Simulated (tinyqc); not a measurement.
Junction field-effect transistor with two gates, gradual channel with velocity saturation: one step of the calculation.

A uniformly doped n-type channel, depleted from both sides by p+ gates; at channel potential V the depleted share of a is u = sqrt((Vbi - Vg + V)/Vp), s at the source. Electrons drift with v = mu E/(1 + mu E/vsat). Abrupt depletion edge, no series resistance, source at 0.

Question. Current below saturation. u = sqrt((Vbi - Vg + Vd)/Vp). I = (G0 Vp/3) F/(1 + Z (u^2 - s^2)), F = 3 (u^2 - s^2) - 2 (u^3 - s^3), with u at V = Vd; Z = 0 gives constant mobility, for which u stops at 1.

Parameters, values chosen for the exercise:
```
symbol,value,unit,meaning
Vg,0,V,gate voltage
Vd,1.2,V,drain voltage
```

Vbi = 0.90463671 V
Vp = 4.8705546 V
G0 = 57.505858 mS
Z = 8.5505293
s = 0.43097085

Find: u; F; I for Z = 0; I.

Answer.

u = 0.65735
F = 0.33112
I for Z = 0 = 30.914 mA
I = 9.9510 mA

The falling mobility lowers the current by 67.8 %.

tinyqc, about 0.09 s, one thread, Intel Xeon 2.30GHz (shared host): `OMP_NUM_THREADS=1 python tinyqc.py 2500106 2500107 out.jsonl`
